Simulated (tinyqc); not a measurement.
# Gate sheet resistance from two finger widths

Question. At low frequency R = Rsh Wf/(3 L) + B/Wf, where B collects the channel and vertical terms. Find Rsh, B and the width of lowest R.

Values chosen for this exercise: channel length L = 1.1 um.

input resistance of single fingers, contacted at one end, of width 0.78 and 4.8 um (ohm): [52.499767, 31.189394]

Solution. R Wf is a straight line in Wf^2; the minimum of R lies where both terms are equal.

Rsh = 16.00 ohm/square
B = 38.00 ohm um
width of lowest R = 2.800 um

Computed by the program tinyqc: `OMP_NUM_THREADS=1 python tinyqc.py 2262242 2262243 out.jsonl`, one thread of a shared Intel Xeon 2.30GHz, about 0.01 s for the whole run.
